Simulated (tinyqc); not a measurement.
## One-dimensional ballistic tunnel FET, two-band WKB: effect of temperature

A p-type source for x < 0 with its Fermi level at 0 and its valence edge at ds; in the channel the bands fall as D exp(-x/lam) towards their flat values, with the conduction edge at Ec = ds - dP and D = dP + Eg. The gate moves dP one to one. The drain Fermi level lies at -Vd and the drain side reflects nothing. For w = E - Ec between 0 and dP an electron crosses the gap. Two-band dispersion with equal masses m: inside the gap kappa = sqrt(m u (1 - u/Eg)/C), u the distance from a band edge, C = hbar^2/(2 m0).

S(w) = 2 lam int_0^Eg kappa(u) du/(w + Eg - u) = 2 pi lam sqrt(m/(C Eg)) [w + Eg/2 - sqrt(w (w + Eg))], T(w) = exp(-S). I = g (2 q^2/h) int_0^dP T(w) [f(E) - f(E + Vd)] dw, E = ds - dP + w, f(x) = 1/(1 + exp(x/Vt)). Swing = d(dP)/d(log10 I).

Values chosen for this exercise; band and dielectric values those of a made-up semiconductor:
- Eg = 0.603 eV (band gap)
- m = 0.049 m0 (band-edge mass of the two-band model)
- lam = 4.6 nm (screening length of the source junction)
- ds = 0.09 eV (source valence edge above the source Fermi level)
- Vd = 0.1 V (drain bias)
- g = 2 (number of degenerate subbands (spin apart))
- dP = 0.44 eV (tunnelling window Ev(source) - Ec(channel))

Constants: q = 1.602176634e-19 C, kB = 1.380649e-23 J/K, hbar = 1.054571817e-34 J s, h = 6.62607015e-34 J s, m0 = 9.1093837015e-31 kg, Vt = kB T/q, hbar^2/(2 m0) = 0.0380998212 eV nm^2. Results are converted to the units shown.

Effect of temperature:
```
T (K)  I (uA)  swing (mV/decade)  Vt ln 10 (mV/decade)
77     0.5110              355.1                 15.28
150    0.5125              356.9                 29.76
200    0.5133              358.7                 39.68
250    0.5129              360.5                 49.61
300    0.5105              362.2                 59.53
350    0.5058              363.5                 69.45
400    0.4989              364.5                 79.37
```

Read the table: what changes, and by how much?

I goes from 0.511 through a maximum of 0.513 (at T = 200 K among the rows listed) to 0.499 uA, and the swing rises from 355 to 364 mV/decade, while the thermionic limit rises from 15.3 to 79.4 mV/decade. Gap and mass are held fixed.

tinyqc, about 0.01 s, one thread, Intel Xeon 2.30GHz (shared host): `OMP_NUM_THREADS=1 python tinyqc.py 2620035 2620036 out.jsonl`
